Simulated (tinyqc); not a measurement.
Worked calculation: CIS and TDHF on RHF in the sto-3g basis, for H6, spin multiplicity 1. One step of it, computed by the program tinyqc.

Task: CIS triplet states. Diagonalise A (1 hartree = 27.211386 eV); each vector has its largest component positive (the first on a tie).

CIS matrix A, triplet (hartree):
```
           1>4        1>5        1>6        2>4       2>5        2>6        3>4        3>5
1>4   0.556765   0.000000   0.084156   0.000000  0.108145   0.000000   0.024023   0.000000
1>5   0.000000   0.968362   0.000000   0.108145  0.000000   0.135695   0.000000  -0.017994
1>6   0.084156   0.000000   1.322304   0.000000  0.135695   0.000000  -0.101136   0.000000
2>4   0.000000   0.108145   0.000000   0.445433  0.000000  -0.022529   0.000000   0.122896
2>5   0.108145   0.000000   0.135695   0.000000  0.813594   0.000000   0.122896   0.000000
2>6   0.000000   0.135695   0.000000  -0.022529  0.000000   1.278432   0.000000   0.110072
3>4   0.024023   0.000000  -0.101136   0.000000  0.122896   0.000000   0.222039   0.000000
3>5   0.000000  -0.017994   0.000000   0.122896  0.000000   0.110072   0.000000   0.627384
3>6  -0.101136   0.000000   0.087693   0.000000  0.110072   0.000000   0.026455   0.000000

           3>6
1>4  -0.101136
1>5   0.000000
1>6   0.087693
2>4   0.000000
2>5   0.110072
2>6   0.000000
3>4   0.026455
3>5   0.000000
3>6   1.042220
```

Give: triplet excitation energies; lowest vectors.

Result:

triplet excitation energies (eV): [4.975, 9.685, 13.129, 18.391, 22.581, 25.689, 28.836, 36.567, 38.152]

lowest vectors, order 1>4, 1>5, 1>6, 2>4, 2>5, 2>6, 3>4, 3>5, 3>6:
$$\begin{pmatrix}
-0.034 & 0.000 & 0.906 & 0.000 & 0.366 & 0.000 \\
0.000 & -0.189 & 0.000 & -0.054 & 0.000 & 0.920 \\
0.115 & 0.000 & -0.064 & 0.000 & -0.217 & 0.000 \\
0.000 & 0.868 & 0.000 & 0.456 & 0.000 & 0.192 \\
-0.205 & 0.000 & -0.340 & 0.000 & 0.855 & 0.000 \\
0.000 & 0.102 & 0.000 & -0.131 & 0.000 & -0.330 \\
0.971 & 0.000 & -0.027 & 0.000 & 0.215 & 0.000 \\
0.000 & -0.447 & 0.000 & 0.878 & 0.000 & -0.093 \\
-0.019 & 0.000 & 0.242 & 0.000 & -0.205 & 0.000
\end{pmatrix}$$
